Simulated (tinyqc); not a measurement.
MP2 on RHF in the sto-6g basis, for Li+, spin multiplicity 1, step by step. Computed by tinyqc, a small Python program that keeps every step (integrals from PySCF). Settings: charge = 1, multiplicity = 1, basis = sto-6g, method = RHF, energy threshold = 1e-10, iteration cap = 89, orthogonalisation = canonical, start = Wolfsberg-Helmholz matrix, DIIS depth = 6. Command: `OMP_NUM_THREADS=1 python tinyqc.py 25641 25642 out.jsonl` (the two numbers bound the seeds that draw the settings). One thread of a shared host (Intel(R) Xeon(R) Processor @ 2.60GHz), about 0.1 s of CPU time with the checks. The early iterations of the SCF are left out here.

## One-electron integrals

Geometry (angstrom):
```
atom         x         y         z
Li    0.000000  0.000000  0.000000
```

Basis sto-6g: exponents (1/bohr^2) and contraction coefficients of normalised primitives:
```
element  l (shell)    exponent  coefficient
Li           s (1)  167.175846     0.009164
Li           s (1)   30.651508     0.049361
Li           s (1)    8.575187     0.168538
Li           s (1)    2.945808     0.370563
Li           s (1)    1.143944     0.416492
Li           s (1)    0.471139     0.130334
Li           s (2)    6.597564    -0.013253
Li           s (2)    1.305830    -0.046992
Li           s (2)    0.405851    -0.033785
Li           s (2)    0.156146     0.250242
Li           s (2)    0.067814     0.595117
Li           s (2)    0.031084     0.240706
Li           p (3)    6.597564     0.003760
Li           p (3)    1.305830     0.037679
Li           p (3)    0.405851     0.173897
Li           p (3)    0.156146     0.418036
Li           p (3)    0.067814     0.425860
Li           p (3)    0.031084     0.101708
```

Overlap, kinetic and nuclear-attraction integrals over the contracted functions; the nuclear repulsion is the sum of Za Zb / Rab.

nuclear repulsion = 0 hartree

overlap S, order 1Li 1s, 1Li 2s, 1Li 2px, 1Li 2py, 1Li 2pz:
$$\begin{pmatrix}
1.000000 & 0.235742 & 0.000000 & 0.000000 & 0.000000 \\
0.235742 & 1.000000 & 0.000000 & 0.000000 & 0.000000 \\
0.000000 & 0.000000 & 1.000000 & 0.000000 & 0.000000 \\
0.000000 & 0.000000 & 0.000000 & 1.000000 & 0.000000 \\
0.000000 & 0.000000 & 0.000000 & 0.000000 & 1.000000
\end{pmatrix}$$

kinetic energy T (hartree), order 1Li 1s, 1Li 2s, 1Li 2px, 1Li 2py, 1Li 2pz:
$$\begin{pmatrix}
3.616742 & -0.110723 & 0.000000 & 0.000000 & 0.000000 \\
-0.110723 & 0.106524 & 0.000000 & 0.000000 & 0.000000 \\
0.000000 & 0.000000 & 0.320007 & 0.000000 & 0.000000 \\
0.000000 & 0.000000 & 0.000000 & 0.320007 & 0.000000 \\
0.000000 & 0.000000 & 0.000000 & 0.000000 & 0.320007
\end{pmatrix}$$

nuclear attraction V (hartree), order 1Li 1s, 1Li 2s, 1Li 2px, 1Li 2py, 1Li 2pz:
$$\begin{pmatrix}
-8.067144 & -0.828362 & 0.000000 & 0.000000 & 0.000000 \\
-0.828362 & -1.200045 & 0.000000 & 0.000000 & 0.000000 \\
0.000000 & 0.000000 & -1.199992 & 0.000000 & 0.000000 \\
0.000000 & 0.000000 & 0.000000 & -1.199992 & 0.000000 \\
0.000000 & 0.000000 & 0.000000 & 0.000000 & -1.199992
\end{pmatrix}$$

core Hamiltonian H = T + V (hartree), order 1Li 1s, 1Li 2s, 1Li 2px, 1Li 2py, 1Li 2pz:
$$\begin{pmatrix}
-4.450402 & -0.939085 & 0.000000 & 0.000000 & 0.000000 \\
-0.939085 & -1.093522 & 0.000000 & 0.000000 & 0.000000 \\
0.000000 & 0.000000 & -0.879985 & 0.000000 & 0.000000 \\
0.000000 & 0.000000 & 0.000000 & -0.879985 & 0.000000 \\
0.000000 & 0.000000 & 0.000000 & 0.000000 & -0.879985
\end{pmatrix}$$

## Two-electron integrals

Functions are numbered as in S; the eight-fold symmetry (ij|kl) = (ji|kl) = (kl|ij) leaves the list below.

Two-electron integrals (ij|kl) in chemists' order, unique and non-zero (hartree):
```
(11|11) 1.681247   (21|11) 0.242603   (21|21) 0.044507   (22|11) 0.397190
(22|21) 0.090279   (22|22) 0.290625   (31|31) 0.009437   (32|31) 0.014261
(32|32) 0.064236   (33|11) 0.397190   (33|21) 0.090279   (33|22) 0.290625
(33|33) 0.313125   (41|41) 0.009437   (42|41) 0.014261   (42|42) 0.064236
(43|43) 0.016875   (44|11) 0.397190   (44|21) 0.090279   (44|22) 0.290625
(44|33) 0.279374   (44|44) 0.313125   (51|51) 0.009437   (52|51) 0.014261
(52|52) 0.064236   (53|53) 0.016875   (54|54) 0.016875   (55|11) 0.397190
(55|21) 0.090279   (55|22) 0.290625   (55|33) 0.279374   (55|44) 0.279374
(55|55) 0.313125
```

## Orthogonalisation

S = U s U^T; canonical form X = U s^(-1/2), so that X^T S X = 1. Each column of U has its largest component positive (the first on a tie).

eigenvalues of S: [0.764258, 1.000000, 1.000000, 1.000000, 1.235742]

X, order 1Li 1s, 1Li 2s, 1Li 2px, 1Li 2py, 1Li 2pz:
$$\begin{pmatrix}
0.808845 & 0.000000 & 0.000000 & 0.000000 & 0.636094 \\
-0.808845 & 0.000000 & 0.000000 & 0.000000 & 0.636094 \\
0.000000 & 1.000000 & 0.000000 & 0.000000 & 0.000000 \\
0.000000 & 0.000000 & 1.000000 & 0.000000 & 0.000000 \\
0.000000 & 0.000000 & 0.000000 & 1.000000 & 0.000000
\end{pmatrix}$$

Within a degenerate level the vectors are fixed only up to a rotation; this is one choice.

## Iteration 4 (converged): orbitals

converged F (hartree), order 1Li 1s, 1Li 2s, 1Li 2px, 1Li 2py, 1Li 2pz:
$$\begin{pmatrix}
-2.775752 & -0.704184 & 0.000000 & 0.000000 & 0.000000 \\
-0.704184 & -0.347335 & 0.000000 & 0.000000 & 0.000000 \\
0.000000 & 0.000000 & -0.095909 & 0.000000 & 0.000000 \\
0.000000 & 0.000000 & 0.000000 & -0.095909 & 0.000000 \\
0.000000 & 0.000000 & 0.000000 & 0.000000 & -0.095909
\end{pmatrix}$$

Diagonalise F' = X^T F X, C = X C', fill 1 alpha and 1 beta electrons from the bottom; D = 2 C_occ C_occ^T. Each column has its largest component positive (the first on a tie).

F' = X^T F X (hartree):
$$\begin{pmatrix}
-1.121820 & 0.000000 & 0.000000 & 0.000000 & -1.249423 \\
0.000000 & -0.095909 & 0.000000 & 0.000000 & 0.000000 \\
0.000000 & 0.000000 & -0.095909 & 0.000000 & 0.000000 \\
0.000000 & 0.000000 & 0.000000 & -0.095909 & 0.000000 \\
-1.249423 & 0.000000 & 0.000000 & 0.000000 & -1.833496
\end{pmatrix}$$

orbital energies (hartree): MO1 -2.776764, MO2 -0.178551, MO3 -0.095909, MO4 -0.095909, MO5 -0.095909

coefficients C, order 1Li 1s, 1Li 2s, 1Li 2px, 1Li 2py, 1Li 2pz:
$$\begin{pmatrix}
0.995018 & -0.262267 & 0.000000 & 0.000000 & 0.000000 \\
0.020308 & 1.028801 & 0.000000 & 0.000000 & 0.000000 \\
0.000000 & 0.000000 & 0.986134 & 0.071533 & 0.149742 \\
0.000000 & 0.000000 & -0.165613 & 0.481763 & 0.860510 \\
0.000000 & 0.000000 & 0.010585 & 0.873377 & -0.486929
\end{pmatrix}$$

D after iteration 4, order 1Li 1s, 1Li 2s, 1Li 2px, 1Li 2py, 1Li 2pz:
$$\begin{pmatrix}
1.980121 & 0.040413 & 0.000000 & 0.000000 & 0.000000 \\
0.040413 & 0.000825 & 0.000000 & 0.000000 & 0.000000 \\
0.000000 & 0.000000 & 0.000000 & 0.000000 & 0.000000 \\
0.000000 & 0.000000 & 0.000000 & 0.000000 & 0.000000 \\
0.000000 & 0.000000 & 0.000000 & 0.000000 & 0.000000
\end{pmatrix}$$

Within a degenerate level the vectors are fixed only up to a rotation; this is one choice.

## Convergence

Stop when the energy changes by less than 1e-10 hartree and every element of the error matrix X^T (F D S - S D F) X is below 3e-06.

Course of the cycle:
```
iteration  E (hartree)     change  largest element of the error matrix
1          -7.22109535          -                             3.31e-02
2          -7.22133036  -2.35e-04                             3.93e-03
3          -7.22133373  -3.37e-06                             2.65e-06
4          -7.22133373  -1.24e-12                             1.15e-06
```

PySCF RHF in the same basis = -7.22133373 hartree

Converged in 4 iterations.

## Integrals over molecular orbitals

(pq|rs) = sum C_ip C_jq C_kr C_ls (ij|kl), one index at a time.

one-electron integrals over orbitals h = C^T H C (hartree):
$$\begin{pmatrix}
-4.444569 & 0.182217 & 0.000000 & 0.000000 & 0.000000 \\
0.182217 & -0.956766 & 0.000000 & 0.000000 & 0.000000 \\
0.000000 & 0.000000 & -0.879985 & 0.000000 & 0.000000 \\
0.000000 & 0.000000 & 0.000000 & -0.879985 & 0.000000 \\
0.000000 & 0.000000 & 0.000000 & 0.000000 & -0.879985
\end{pmatrix}$$

Two-electron integrals over orbitals (pq|rs), unique and non-zero (hartree):
```
(11|11) 1.667805    (21|11) -0.182217   (21|21) 0.031344    (22|11) 0.404780
(22|21) -0.009899   (22|22) 0.283189    (31|31) 0.009946    (32|31) 0.013403
(32|32) 0.060943    (33|11) 0.397011    (33|21) -0.005643   (33|22) 0.286209
(33|33) 0.313125    (41|41) 0.009946    (42|41) 0.013403    (42|42) 0.060943
(43|43) 0.016875    (44|11) 0.397011    (44|21) -0.005643   (44|22) 0.286209
(44|33) 0.279374    (44|44) 0.313125    (51|51) 0.009946    (52|51) 0.013403
(52|52) 0.060943    (53|53) 0.016875    (54|54) 0.016875    (55|11) 0.397011
(55|21) -0.005643   (55|22) 0.286209    (55|33) 0.279374    (55|44) 0.279374
(55|55) 0.313125
```

## Second-order Moller-Plesset energy

Hartree-Fock energy = -7.22133373 hartree

E2 = sum_ijab (ia|jb) [2 (ia|jb) - (ib|ja)] / (e_i + e_j - e_a - e_b) over occupied i, j and virtual a, b; the opposite-spin part is (ia|jb)^2 / denominator, the rest is same-spin, and SCS-MP2 scales them by 6/5 and 1/3.

Terms:
```
i  j  a  b   (ia|jb)   (ib|ja)  denominator       term
1  1  2  2  0.031344  0.031344    -5.196427  -0.000189
1  1  3  3  0.009946  0.009946    -5.361710  -0.000018
1  1  4  4  0.009946  0.009946    -5.361710  -0.000018
1  1  5  5  0.009946  0.009946    -5.361710  -0.000018
```

Pair energies (hartree; pair i-j sums ij and ji):
```
pair  opposite spin  same spin
1-1       -0.000244   0.000000
```

MP2 correlation energy = -0.00024441 hartree

SCS-MP2 correlation energy = -0.00029329 hartree

MP2 total energy = -7.22157814 hartree
